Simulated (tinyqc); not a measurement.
Inside a calculation. Method: Hueckel theory of the pi electrons, for the molecule c1ccc2ccnc-2cc1 (SMILES; centres numbered as the heavy atoms are written). One step of it, computed by the program tinyqc.

Problem. Orbitals. Diagonalise; E = alpha + x beta with beta < 0, so the largest x are filled first; degenerate levels share their electrons. P = sum n_i c_ri c_si; each orbital has its largest coefficient positive (the first on a tie).

Hueckel matrix in units of beta (H = alpha + beta A), lower triangle:
```
,1C,2C,3C,4C,5C,6C,7N,8C,9C,10C
1C,0.000000
2C,1.000000,0.000000
3C,0.000000,1.000000,0.000000
4C,0.000000,0.000000,1.000000,0.000000
5C,0.000000,0.000000,0.000000,1.000000,0.000000
6C,0.000000,0.000000,0.000000,0.000000,1.000000,0.000000
7N,0.000000,0.000000,0.000000,0.000000,0.000000,1.000000,0.500000
8C,0.000000,0.000000,0.000000,1.000000,0.000000,0.000000,1.000000,0.000000
9C,0.000000,0.000000,0.000000,0.000000,0.000000,0.000000,0.000000,1.000000,0.000000
10C,1.000000,0.000000,0.000000,0.000000,0.000000,0.000000,0.000000,0.000000,1.000000,0.000000
```

pi electrons, sum of z_r less the charge = 10

Give: x values; occupations; coefficients; charge and bond-order matrix P.

Solution.

x values: 2.3779  1.6972  1.3831  0.9325  0.6095  -0.3984  -0.6946  -1.4883  -1.8464  -2.0726

occupations: 2.0000  2.0000  2.0000  2.0000  2.0000  0.0000  0.0000  0.0000  0.0000  0.0000

coefficients:
```
,MO1,MO2,MO3,MO4,MO5,MO6,MO7,MO8,MO9,MO10
1C,0.1444,0.5129,-0.0800,0.3768,0.0533,0.5081,-0.0291,0.2851,0.4734,-0.0222
2C,0.1679,0.4571,0.2791,0.2635,-0.3114,-0.1192,-0.4832,-0.2523,-0.4151,0.1869
3C,0.2548,0.2628,0.4660,-0.1311,-0.2430,-0.4606,0.3648,0.0904,0.2931,-0.3651
4C,0.4380,-0.0110,0.3655,-0.3858,0.1632,0.3027,0.2299,0.1178,-0.1261,0.5699
5C,0.3130,-0.1885,0.2847,0.1342,0.5911,0.0676,-0.2437,-0.4809,0.1712,-0.3057
6C,0.3063,-0.3088,0.0283,0.5109,0.1970,-0.3296,-0.0606,0.5980,-0.1900,0.0638
7N,0.4154,-0.3357,-0.2456,0.3423,-0.4710,0.0637,0.2858,-0.4091,0.1797,0.1736
8C,0.4737,-0.0931,-0.2452,-0.3629,-0.2486,0.2724,-0.2808,0.2153,-0.2315,-0.5103
9C,0.2731,0.1888,-0.4591,-0.2949,0.1563,-0.4749,-0.3206,-0.0291,0.3739,0.3142
10C,0.1756,0.4134,-0.3898,0.0879,0.3438,-0.0832,0.5034,-0.1720,-0.4589,-0.1409
```

charge and bond-order matrix P, lower triangle:
```
,1C,2C,3C,4C,5C,6C,7N,8C,9C,10C
1C,0.8704
2C,0.6382,0.9628
3C,0.1439,0.6682,0.8548
4C,-0.2166,0.0360,0.5799,1.0021
5C,0.0156,-0.2056,0.0033,0.5760,1.1639
6C,0.1732,-0.0170,-0.2095,-0.0340,0.6943,0.9797
7N,0.0227,0.1693,-0.0544,-0.2261,-0.2183,0.6121,1.3691
8C,-0.2193,-0.0993,0.1799,0.4366,-0.1992,-0.1349,0.5622,0.9733
9C,0.1404,-0.2447,-0.1881,0.1780,-0.0560,-0.2150,-0.0235,0.5850,0.8646
10C,0.6401,0.0516,-0.2466,-0.0958,0.1622,0.0554,-0.2040,0.0458,0.6655,0.9592
```
